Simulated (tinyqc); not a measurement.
Worked calculation (part 1 of 2): CIS and TDHF on RHF in the sto-6g basis, for BeH2, spin multiplicity 1. Computed by tinyqc, a small Python program that keeps every step (integrals from PySCF). Settings: charge = 0, multiplicity = 1, basis = sto-6g, method = RHF, energy threshold = 1e-10, iteration cap = 63, orthogonalisation = symmetric, start = Wolfsberg-Helmholz matrix, DIIS depth = 6, TDHF = 1. Command: `OMP_NUM_THREADS=1 python tinyqc.py 31094 31095 out.jsonl` (the two numbers bound the seeds that draw the settings). One thread of a shared host (Intel(R) Xeon(R) Processor @ 2.60GHz), about 0.1 s of CPU time with the checks. The early iterations of the SCF are left out here.

## One-electron integrals

Geometry (angstrom):
```
atom         x          y         z
Be    0.000000   0.000000  0.000000
H     0.000000   1.631000  0.032000
H     0.000000  -1.631000  0.032000
```

Basis sto-6g: exponents (1/bohr^2) and contraction coefficients of normalised primitives:
```
element  l (shell)    exponent  coefficient
Be           s (1)  312.870494     0.009164
Be           s (1)   57.364463     0.049361
Be           s (1)   16.048509     0.168538
Be           s (1)    5.513096     0.370563
Be           s (1)    2.140897     0.416492
Be           s (1)    0.881739     0.130334
Be           s (2)   13.633247    -0.013253
Be           s (2)    2.698375    -0.046992
Be           s (2)    0.838653    -0.033785
Be           s (2)    0.322660     0.250242
Be           s (2)    0.140131     0.595117
Be           s (2)    0.064233     0.240706
Be           p (3)   13.633247     0.003760
Be           p (3)    2.698375     0.037679
Be           p (3)    0.838653     0.173897
Be           p (3)    0.322660     0.418036
Be           p (3)    0.140131     0.425860
Be           p (3)    0.064233     0.101708
H            s (1)   35.523221     0.009164
H            s (1)    6.513144     0.049361
H            s (1)    1.822143     0.168538
H            s (1)    0.625955     0.370563
H            s (1)    0.243077     0.416492
H            s (1)    0.100112     0.130334
```

Overlap, kinetic and nuclear-attraction integrals over the contracted functions; the nuclear repulsion is the sum of Za Zb / Rab.

nuclear repulsion = 2.75732172 hartree

overlap S, order 1Be 1s, 1Be 2s, 1Be 2px, 1Be 2py, 1Be 2pz, 2H 1s, 3H 1s:
$$\begin{pmatrix}
1.000000 & 0.254764 & 0.000000 & 0.000000 & 0.000000 & 0.037632 & 0.037632 \\
0.254764 & 1.000000 & 0.000000 & 0.000000 & 0.000000 & 0.349658 & 0.349658 \\
0.000000 & 0.000000 & 1.000000 & 0.000000 & 0.000000 & 0.000000 & 0.000000 \\
0.000000 & 0.000000 & 0.000000 & 1.000000 & 0.000000 & 0.432723 & -0.432723 \\
0.000000 & 0.000000 & 0.000000 & 0.000000 & 1.000000 & 0.008490 & 0.008490 \\
0.037632 & 0.349658 & 0.000000 & 0.432723 & 0.008490 & 1.000000 & 0.013443 \\
0.037632 & 0.349658 & 0.000000 & -0.432723 & 0.008490 & 0.013443 & 1.000000
\end{pmatrix}$$

kinetic energy T (hartree), order 1Be 1s, 1Be 2s, 1Be 2px, 1Be 2py, 1Be 2pz, 2H 1s, 3H 1s:
$$\begin{pmatrix}
6.768753 & -0.207382 & 0.000000 & 0.000000 & 0.000000 & -0.011483 & -0.011483 \\
-0.207382 & 0.220121 & 0.000000 & 0.000000 & 0.000000 & 0.032124 & 0.032124 \\
0.000000 & 0.000000 & 0.661265 & 0.000000 & 0.000000 & 0.000000 & 0.000000 \\
0.000000 & 0.000000 & 0.000000 & 0.661265 & 0.000000 & 0.110357 & -0.110357 \\
0.000000 & 0.000000 & 0.000000 & 0.000000 & 0.661265 & 0.002165 & 0.002165 \\
-0.011483 & 0.032124 & 0.000000 & 0.110357 & 0.002165 & 0.768522 & -0.003957 \\
-0.011483 & 0.032124 & 0.000000 & -0.110357 & 0.002165 & -0.003957 & 0.768522
\end{pmatrix}$$

nuclear attraction V (hartree), order 1Be 1s, 1Be 2s, 1Be 2px, 1Be 2py, 1Be 2pz, 2H 1s, 3H 1s:
$$\begin{pmatrix}
-15.363565 & -1.816017 & 0.000000 & 0.000000 & -0.000502 & -0.290195 & -0.290195 \\
-1.816017 & -2.930622 & 0.000000 & 0.000000 & -0.004534 & -0.926265 & -0.926265 \\
0.000000 & 0.000000 & -2.873889 & 0.000000 & 0.000000 & 0.000000 & 0.000000 \\
0.000000 & 0.000000 & 0.000000 & -3.043741 & 0.000000 & -1.121883 & 1.121883 \\
-0.000502 & -0.004534 & 0.000000 & 0.000000 & -2.873955 & -0.022358 & -0.022358 \\
-0.290195 & -0.926265 & 0.000000 & -1.121883 & -0.022358 & -2.696344 & -0.040126 \\
-0.290195 & -0.926265 & 0.000000 & 1.121883 & -0.022358 & -0.040126 & -2.696344
\end{pmatrix}$$

core Hamiltonian H = T + V (hartree), order 1Be 1s, 1Be 2s, 1Be 2px, 1Be 2py, 1Be 2pz, 2H 1s, 3H 1s:
$$\begin{pmatrix}
-8.594812 & -2.023400 & 0.000000 & 0.000000 & -0.000502 & -0.301679 & -0.301679 \\
-2.023400 & -2.710501 & 0.000000 & 0.000000 & -0.004534 & -0.894141 & -0.894141 \\
0.000000 & 0.000000 & -2.212624 & 0.000000 & 0.000000 & 0.000000 & 0.000000 \\
0.000000 & 0.000000 & 0.000000 & -2.382476 & 0.000000 & -1.011526 & 1.011526 \\
-0.000502 & -0.004534 & 0.000000 & 0.000000 & -2.212690 & -0.020193 & -0.020193 \\
-0.301679 & -0.894141 & 0.000000 & -1.011526 & -0.020193 & -1.927822 & -0.044083 \\
-0.301679 & -0.894141 & 0.000000 & 1.011526 & -0.020193 & -0.044083 & -1.927822
\end{pmatrix}$$

## Two-electron integrals

Functions are numbered as in S; the eight-fold symmetry (ij|kl) = (ji|kl) = (kl|ij) leaves the list below.

Two-electron integrals (ij|kl) in chemists' order, unique and non-zero (hartree):
```
(11|11) 2.299996    (21|11) 0.361879    (21|21) 0.071926    (22|11) 0.570332
(22|21) 0.139654    (22|22) 0.417773    (31|31) 0.015252    (32|31) 0.022555
(32|32) 0.092340    (33|11) 0.570332    (33|21) 0.139654    (33|22) 0.417773
(33|33) 0.450117    (41|41) 0.015252    (42|41) 0.022555    (42|42) 0.092340
(43|43) 0.024258    (44|11) 0.570332    (44|21) 0.139654    (44|22) 0.417773
(44|33) 0.401601    (44|44) 0.450117    (51|51) 0.015252    (52|51) 0.022555
(52|52) 0.092340    (53|53) 0.024258    (54|54) 0.024258    (55|11) 0.570332
(55|21) 0.139654    (55|22) 0.417773    (55|33) 0.401601    (55|44) 0.401601
(55|55) 0.450117    (61|11) 0.054521    (61|21) 0.010544    (61|22) 0.020465
(61|33) 0.020296    (61|41) 0.001048    (61|42) 0.002058    (61|44) 0.020803
(61|51) 0.000021    (61|52) 0.000040    (61|54) 0.000010    (61|55) 0.020296
(61|61) 0.001636    (62|11) 0.152912    (62|21) 0.038167    (62|22) 0.127019
(62|33) 0.121990    (62|41) 0.005265    (62|42) 0.032852    (62|44) 0.137071
(62|51) 0.000103    (62|52) 0.000645    (62|54) 0.000296    (62|55) 0.121996
(62|61) 0.006228    (62|62) 0.061286    (63|31) 0.003378    (63|32) 0.016077
(63|43) 0.005451    (63|53) 0.000107    (63|63) 0.005078    (64|11) 0.172155
(64|21) 0.043453    (64|22) 0.150762    (64|33) 0.141954    (64|41) 0.008430
(64|42) 0.050987    (64|44) 0.168372    (64|51) 0.000099    (64|52) 0.000685
(64|54) 0.000411    (64|55) 0.141960    (64|61) 0.007392    (64|62) 0.082272
(64|64) 0.113205    (65|11) 0.003378    (65|21) 0.000853    (65|22) 0.002958
(65|33) 0.002785    (65|41) 0.000099    (65|42) 0.000685    (65|44) 0.003090
(65|51) 0.003380    (65|52) 0.016091    (65|54) 0.005457    (65|55) 0.002999
(65|61) 0.000145    (65|62) 0.001614    (65|64) 0.002121    (65|65) 0.005119
(66|11) 0.323486    (66|21) 0.082252    (66|22) 0.306717    (66|33) 0.285258
(66|41) 0.012358    (66|42) 0.101926    (66|44) 0.349613    (66|51) 0.000242
(66|52) 0.002000    (66|54) 0.001263    (66|55) 0.285282    (66|61) 0.013765
(66|62) 0.194275    (66|64) 0.275346    (66|65) 0.005402    (66|66) 0.774999
(71|11) 0.054521    (71|21) 0.010544    (71|22) 0.020465    (71|33) 0.020296
(71|41) -0.001048   (71|42) -0.002058   (71|44) 0.020803    (71|51) 0.000021
(71|52) 0.000040    (71|54) -0.000010   (71|55) 0.020296    (71|61) 0.001478
(71|62) 0.005139    (71|64) 0.005662    (71|65) 0.000121    (71|66) 0.011005
(71|71) 0.001636    (72|11) 0.152912    (72|21) 0.038167    (72|22) 0.127019
(72|33) 0.121990    (72|41) -0.005265   (72|42) -0.032852   (72|44) 0.137071
(72|51) 0.000103    (72|52) 0.000645    (72|54) -0.000296   (72|55) 0.121996
(72|61) 0.005139    (72|62) 0.029721    (72|64) 0.032671    (72|65) 0.000772
(72|66) 0.068721    (72|71) 0.006228    (72|72) 0.061286    (73|31) 0.003378
(73|32) 0.016077    (73|43) -0.005451   (73|53) 0.000107    (73|63) 0.001848
(73|73) 0.005078    (74|11) -0.172155   (74|21) -0.043453   (74|22) -0.150762
(74|33) -0.141954   (74|41) 0.008430    (74|42) 0.050987    (74|44) -0.168372
(74|51) -0.000099   (74|52) -0.000685   (74|54) 0.000411    (74|55) -0.141960
(74|61) -0.005662   (74|62) -0.032671   (74|64) -0.035034   (74|65) -0.000838
(74|66) -0.075281   (74|71) -0.007392   (74|72) -0.082272   (74|74) 0.113205
(75|11) 0.003378    (75|21) 0.000853    (75|22) 0.002958    (75|33) 0.002785
(75|41) -0.000099   (75|42) -0.000685   (75|44) 0.003090    (75|51) 0.003380
(75|52) 0.016091    (75|54) -0.005457   (75|55) 0.002999    (75|61) 0.000121
(75|62) 0.000772    (75|64) 0.000838    (75|65) 0.001868    (75|66) 0.001815
(75|71) 0.000145    (75|72) 0.001614    (75|74) -0.002121   (75|75) 0.005119
(76|11) 0.007333    (76|21) 0.001784    (76|22) 0.005442    (76|33) 0.005332
(76|44) 0.005662    (76|51) 0.000009    (76|52) 0.000048    (76|55) 0.005333
(76|61) 0.000264    (76|62) 0.001776    (76|64) 0.002171    (76|65) 0.000051
(76|66) 0.004638    (76|71) 0.000264    (76|72) 0.001776    (76|74) -0.002171
(76|75) 0.000051    (76|76) 0.000073    (77|11) 0.323486    (77|21) 0.082252
(77|22) 0.306717    (77|33) 0.285258    (77|41) -0.012358   (77|42) -0.101926
(77|44) 0.349613    (77|51) 0.000242    (77|52) 0.002000    (77|54) -0.001263
(77|55) 0.285282    (77|61) 0.011005    (77|62) 0.068721    (77|64) 0.075281
(77|65) 0.001815    (77|66) 0.162220    (77|71) 0.013765    (77|72) 0.194275
(77|74) -0.275346   (77|75) 0.005402    (77|76) 0.004638    (77|77) 0.774999
```

## Orthogonalisation

S = U s U^T; symmetric (Loewdin) form X = U s^(-1/2) U^T, so that X^T S X = 1.

eigenvalues of S: [0.381278, 0.469329, 0.958847, 1.000000, 1.000733, 1.584535, 1.605278]

X, order 1Be 1s, 1Be 2s, 1Be 2px, 1Be 2py, 1Be 2pz, 2H 1s, 3H 1s:
$$\begin{pmatrix}
1.027273 & -0.145950 & 0.000000 & 0.000000 & -0.000309 & 0.019387 & 0.019387 \\
-0.145950 & 1.142755 & 0.000000 & 0.000000 & 0.002771 & -0.210765 & -0.210765 \\
0.000000 & 0.000000 & 1.000000 & 0.000000 & 0.000000 & 0.000000 & 0.000000 \\
0.000000 & 0.000000 & 0.000000 & 1.199821 & 0.000000 & -0.293511 & 0.293511 \\
-0.000309 & 0.002771 & 0.000000 & 0.000000 & 1.000066 & -0.005005 & -0.005005 \\
0.019387 & -0.210765 & 0.000000 & -0.293511 & -0.005005 & 1.156913 & -0.052027 \\
0.019387 & -0.210765 & 0.000000 & 0.293511 & -0.005005 & -0.052027 & 1.156913
\end{pmatrix}$$

## Iteration 7 (converged): orbitals

converged F (hartree), order 1Be 1s, 1Be 2s, 1Be 2px, 1Be 2py, 1Be 2pz, 2H 1s, 3H 1s:
$$\begin{pmatrix}
-4.605680 & -1.250501 & 0.000000 & 0.000000 & 0.000427 & -0.188727 & -0.188727 \\
-1.250501 & -0.556332 & 0.000000 & 0.000000 & -0.002985 & -0.318253 & -0.318253 \\
0.000000 & 0.000000 & 0.209692 & 0.000000 & 0.000000 & 0.000000 & 0.000000 \\
0.000000 & 0.000000 & 0.000000 & -0.127679 & 0.000000 & -0.292367 & 0.292367 \\
0.000427 & -0.002985 & 0.000000 & 0.000000 & 0.209614 & -0.004436 & -0.004436 \\
-0.188727 & -0.318253 & 0.000000 & -0.292367 & -0.004436 & -0.220173 & -0.010619 \\
-0.188727 & -0.318253 & 0.000000 & 0.292367 & -0.004436 & -0.010619 & -0.220173
\end{pmatrix}$$

Diagonalise F' = X^T F X, C = X C', fill 3 alpha and 3 beta electrons from the bottom; D = 2 C_occ C_occ^T. Each column has its largest component positive (the first on a tie).

F' = X^T F X (hartree):
$$\begin{pmatrix}
-4.508810 & -0.660309 & 0.000000 & 0.000000 & 0.000196 & 0.000075 & 0.000075 \\
-0.660309 & -0.144611 & 0.000000 & 0.000000 & 0.001180 & -0.263536 & -0.263536 \\
0.000000 & 0.000000 & 0.209692 & 0.000000 & 0.000000 & 0.000000 & 0.000000 \\
0.000000 & 0.000000 & 0.000000 & 0.191932 & 0.000000 & -0.355135 & 0.355135 \\
0.000196 & 0.001180 & 0.000000 & 0.000000 & 0.209716 & -0.005378 & -0.005378 \\
0.000075 & -0.263536 & 0.000000 & -0.355135 & -0.005378 & 0.026439 & -0.060262 \\
0.000075 & -0.263536 & 0.000000 & 0.355135 & -0.005378 & -0.060262 & 0.026439
\end{pmatrix}$$

orbital energies (hartree): MO1 -4.607180, MO2 -0.408799, MO3 -0.365669, MO4 0.209424, MO5 0.209692, MO6 0.329027, MO7 0.644302

coefficients C, order 1Be 1s, 1Be 2s, 1Be 2px, 1Be 2py, 1Be 2pz, 2H 1s, 3H 1s:
$$\begin{pmatrix}
0.994811 & -0.200177 & 0.000000 & 0.012588 & 0.000000 & -0.217866 & 0.000000 \\
0.020456 & 0.612945 & 0.000000 & -0.054876 & 0.000000 & 1.018288 & 0.000000 \\
0.000000 & 0.000000 & 0.000000 & 0.000000 & 1.000000 & 0.000000 & 0.000000 \\
0.000000 & 0.000000 & 0.494566 & 0.000000 & 0.000000 & 0.000000 & 1.169305 \\
-0.000039 & 0.004334 & 0.000000 & 0.998335 & 0.000000 & 0.059139 & 0.000000 \\
-0.002517 & 0.396521 & 0.438746 & 0.028902 & 0.000000 & -0.705080 & -0.790201 \\
-0.002517 & 0.396521 & -0.438746 & 0.028902 & 0.000000 & -0.705080 & 0.790201
\end{pmatrix}$$

D after iteration 7, order 1Be 1s, 1Be 2s, 1Be 2px, 1Be 2py, 1Be 2pz, 2H 1s, 3H 1s:
$$\begin{pmatrix}
2.059439 & -0.204695 & 0.000000 & 0.000000 & -0.001813 & -0.163756 & -0.163756 \\
-0.204695 & 0.752240 & 0.000000 & 0.000000 & 0.005312 & 0.485988 & 0.485988 \\
0.000000 & 0.000000 & 0.000000 & 0.000000 & 0.000000 & 0.000000 & 0.000000 \\
0.000000 & 0.000000 & 0.000000 & 0.489190 & 0.000000 & 0.433977 & -0.433977 \\
-0.001813 & 0.005312 & 0.000000 & 0.000000 & 0.000038 & 0.003437 & 0.003437 \\
-0.163756 & 0.485988 & 0.000000 & 0.433977 & 0.003437 & 0.699467 & -0.070526 \\
-0.163756 & 0.485988 & 0.000000 & -0.433977 & 0.003437 & -0.070526 & 0.699467
\end{pmatrix}$$

## Convergence

Stop when the energy changes by less than 1e-10 hartree and every element of the error matrix X^T (F D S - S D F) X is below 3e-06.

Course of the cycle:
```
iteration   E (hartree)     change  largest element of the error matrix
1          -15.61178663          -                             1.80e-01
2          -15.65551492  -4.37e-02                             1.79e-02
3          -15.65634656  -8.32e-04                             3.67e-03
4          -15.65638737  -4.08e-05                             4.28e-04
5          -15.65638797  -6.06e-07                             2.03e-05
6          -15.65638798  -1.22e-09                             4.20e-08
7          -15.65638798  -7.11e-15                             3.76e-10
```

PySCF RHF in the same basis = -15.65638798 hartree

Converged in 7 iterations.

## Integrals over molecular orbitals

(pq|rs) = sum C_ip C_jq C_kr C_ls (ij|kl), one index at a time.

one-electron integrals over orbitals h = C^T H C (hartree):
$$\begin{pmatrix}
-8.586151 & 0.205940 & 0.000000 & -0.013396 & 0.000000 & 0.211879 & 0.000000 \\
0.205940 & -2.259978 & 0.000000 & 0.009263 & 0.000000 & -0.265161 & 0.000000 \\
0.000000 & 0.000000 & -2.185933 & 0.000000 & 0.000000 & 0.000000 & -0.318865 \\
-0.013396 & 0.009263 & 0.000000 & -2.211963 & 0.000000 & -0.014161 & 0.000000 \\
0.000000 & 0.000000 & 0.000000 & 0.000000 & -2.212624 & 0.000000 & 0.000000 \\
0.211879 & -0.265161 & 0.000000 & -0.014161 & 0.000000 & -1.903726 & 0.000000 \\
0.000000 & 0.000000 & -0.318865 & 0.000000 & 0.000000 & 0.000000 & -1.871433
\end{pmatrix}$$

Two-electron integrals over orbitals (pq|rs), unique and non-zero (hartree):
```
(11|11) 2.281231    (21|11) -0.186041   (21|21) 0.023926    (22|11) 0.452777
(22|21) -0.005572   (22|22) 0.368241    (31|31) 0.004981    (32|31) 0.010307
(32|32) 0.157929    (33|11) 0.410546    (33|21) -0.002010   (33|22) 0.379619
(33|33) 0.402843    (41|11) 0.011687    (41|21) -0.001438   (41|22) 0.000680
(41|33) 0.000353    (41|41) 0.016060    (42|11) -0.006796   (42|21) 0.000406
(42|22) 0.001814    (42|33) 0.002616    (42|41) 0.014585    (42|42) 0.046566
(43|31) -0.000050   (43|32) 0.004155    (43|43) 0.012076    (44|11) 0.569799
(44|21) -0.006711   (44|22) 0.349012    (44|33) 0.329233    (44|41) -0.001483
(44|42) -0.008286   (44|44) 0.450260    (51|51) 0.016013    (52|51) 0.014647
(52|52) 0.046505    (53|53) 0.011908    (54|51) -0.000923   (54|52) -0.002510
(54|54) 0.024353    (55|11) 0.570063    (55|21) -0.006698   (55|22) 0.349099
(55|33) 0.329209    (55|41) 0.000357    (55|42) -0.003293   (55|44) 0.401483
(55|55) 0.450117    (61|11) -0.200729   (61|21) 0.026360    (61|22) -0.006063
(61|33) -0.002637   (61|41) -0.000771   (61|42) 0.001131    (61|44) -0.005735
(61|55) -0.005626   (61|61) 0.029166    (62|11) 0.146492    (62|21) -0.006259
(62|22) -0.013004   (62|33) -0.040145   (62|41) 0.001127    (62|42) -0.001627
(62|44) 0.071074    (62|55) 0.071536    (62|61) -0.005878   (62|62) 0.085369
(63|31) 0.000007    (63|32) -0.091831   (63|43) -0.003582   (63|63) 0.088111
(64|11) 0.005415    (64|21) 0.000120    (64|22) 0.000254    (64|33) -0.001578
(64|41) 0.015998    (64|42) 0.045783    (64|44) -0.000576   (64|55) 0.002511
(64|61) 0.000998    (64|62) 0.006772    (64|64) 0.049066    (65|51) 0.016108
(65|52) 0.046284    (65|54) -0.001555   (65|65) 0.049321    (66|11) 0.464362
(66|21) -0.007096   (66|22) 0.371408    (66|33) 0.381930    (66|41) 0.002308
(66|42) 0.006665    (66|44) 0.349823    (66|55) 0.350293    (66|61) -0.007261
(66|62) -0.024253   (66|64) 0.004250    (66|66) 0.389056    (71|31) 0.009379
(71|32) 0.016713    (71|43) -0.000143   (71|63) 0.000783    (71|71) 0.017774
(72|31) 0.004672    (72|32) -0.039097   (72|43) -0.003268   (72|63) 0.063670
(72|71) 0.008490    (72|72) 0.058208    (73|11) 0.152528    (73|21) -0.003659
(73|22) 0.001212    (73|33) -0.018333   (73|41) 0.000054    (73|42) -0.004472
(73|44) 0.072721    (73|55) 0.072845    (73|61) -0.003465   (73|62) 0.080919
(73|64) 0.003552    (73|66) -0.018329   (73|73) 0.088910    (74|31) -0.000595
(74|32) -0.007227   (74|43) 0.012918    (74|63) 0.004702    (74|71) -0.001030
(74|72) 0.001496    (74|74) 0.017392    (75|53) 0.013122    (75|75) 0.017053
(76|31) 0.009481    (76|32) 0.138753    (76|43) 0.004526    (76|63) -0.089588
(76|71) 0.015836    (76|72) -0.045352   (76|74) -0.006202   (76|76) 0.134304
(77|11) 0.538044    (77|21) -0.006729   (77|22) 0.393598    (77|33) 0.408671
(77|41) 0.000344    (77|42) 0.000444    (77|44) 0.374100    (77|55) 0.374027
(77|61) -0.007060   (77|62) -0.014519   (77|64) -0.001365   (77|66) 0.403947
(77|73) 0.006416    (77|77) 0.444993
```

## CIS matrix, singlets

A(ia,jb) = (e_a - e_i) d_ij d_ab + 2 (ia|jb) - (ij|ab).

CIS matrix A, singlet (hartree):
```
           1>4       1>5        1>6        1>7        2>4       2>5        2>6        2>7
1>4   4.278925  0.000000  -0.006957   0.000000   0.035881  0.000000   0.002135   0.000000
1>5   0.000000  4.278836   0.000000   0.000000   0.000000  0.035993   0.000000   0.000000
1>6  -0.006957  0.000000   4.530178   0.000000   0.002143  0.000000  -0.004661   0.000000
1>7   0.000000  0.000000   0.000000   4.748987   0.000000  0.000000   0.000000   0.023708
2>4   0.035881  0.000000   0.002143   0.000000   0.362341  0.000000  -0.003507   0.000000
2>5   0.000000  0.035993   0.000000   0.000000   0.000000  0.362401   0.000000   0.000000
2>6   0.002135  0.000000  -0.004661   0.000000  -0.003507  0.000000   0.537156   0.000000
2>7   0.000000  0.000000   0.000000   0.023708   0.000000  0.000000   0.000000   0.775919
3>4   0.000000  0.000000   0.000000   0.000309   0.000000  0.000000   0.000000   0.000691
3>5   0.000000  0.000000   0.000000   0.000000   0.000000  0.000000   0.000000   0.000000
3>6   0.000000  0.000000   0.000000  -0.007915   0.000000  0.000000   0.000000  -0.011414
3>7   0.000704  0.000000  -0.016411   0.000000  -0.001717  0.000000   0.023085   0.000000

           3>4       3>5        3>6        3>7
1>4   0.000000  0.000000   0.000000   0.000704
1>5   0.000000  0.000000   0.000000   0.000000
1>6   0.000000  0.000000   0.000000  -0.016411
1>7   0.000309  0.000000  -0.007915   0.000000
2>4   0.000000  0.000000   0.000000  -0.001717
2>5   0.000000  0.000000   0.000000   0.000000
2>6   0.000000  0.000000   0.000000   0.023085
2>7   0.000691  0.000000  -0.011414   0.000000
3>4   0.270011  0.000000  -0.005586   0.000000
3>5   0.000000  0.269967   0.000000   0.000000
3>6  -0.005586  0.000000   0.488989   0.000000
3>7   0.000000  0.000000   0.000000   0.779119
```
